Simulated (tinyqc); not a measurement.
Efficiency against current: defect, radiative and Auger recombination at equal electron and hole densities (ABC model).

J/(e d) = Ae n + B n^2 + C n^3 with Ae = A + 4 S/w (four side walls, carriers spread evenly), e = 1.602176634e-19 C, lengths in cm; internal efficiency IQE = B n^2/(Ae n + B n^2 + C n^3); all injected carriers recombine in the layer.

Parameters, chosen for this exercise (orders of magnitude like those quoted for Si; not measured data):

| symbol | value | unit | meaning |
|---|---|---|---|
| A | 4600 | 1/s | defect rate |
| B | 3.9e-15 | cm^3/s | radiative coefficient |
| C | 3e-30 | cm^6/s | Auger coefficient |
| S | 0 | cm/s | recombination velocity of the side walls |
| w | 3700 | micrometre | side of the square mesa |
| d | 180000 | nm | active thickness |

The slope is d ln(B n^2)/d ln J = 2 (Ae + B n + C n^2)/(Ae + 2 B n + 3 C n^2).

Results:

| J (A/cm^2) | n (1/cm^3) | IQE | slope | differential lifetime (ns) |
|---|---|---|---|---|
| 0.0010 | 7.54e+13 | 6.39e-05 | 2.000 | 2.17e+05 |
| 0.0040 | 3.01e+14 | 0.000255 | 1.999 | 2.17e+05 |
| 0.020 | 1.50e+15 | 0.00127 | 1.992 | 2.16e+05 |
| 0.060 | 4.45e+15 | 0.00371 | 1.943 | 2.08e+05 |
| 0.30 | 1.83e+16 | 0.0126 | 1.463 | 1.29e+05 |
| 4.0 | 7.03e+16 | 0.0139 | 0.794 | 2.01e+04 |
| 20 | 1.28e+17 | 0.00921 | 0.709 | 6.54e+03 |
| 60 | 1.88e+17 | 0.00660 | 0.687 | 3.10e+03 |
| 3.0e+02 | 3.24e+17 | 0.00394 | 0.674 | 1.05e+03 |

Give the missing row, J (A/cm^2) = 1.0.

Computed row:
```
J (A/cm^2)  n (1/cm^3)     IQE  slope  differential lifetime (ns)
1.0           3.81e+16  0.0163  1.014                    5.57e+04
```

IQE peaks at 0.0163 for J = 1.06 A/cm^2, where the slope passes 1. It is 6.39e-05 at the lowest current and 0.00394 at the highest, a droop of 76 %. The slope runs from 2.00 to 0.67; its limits are 2 (defects alone), 1 (radiation alone) and 2/3 (Auger alone).

tinyqc: `OMP_NUM_THREADS=1 python tinyqc.py 1651721 1651722 out.jsonl`; about 0.01 s, one thread, shared Intel(R) Xeon(R) Processor @ 2.30GHz.
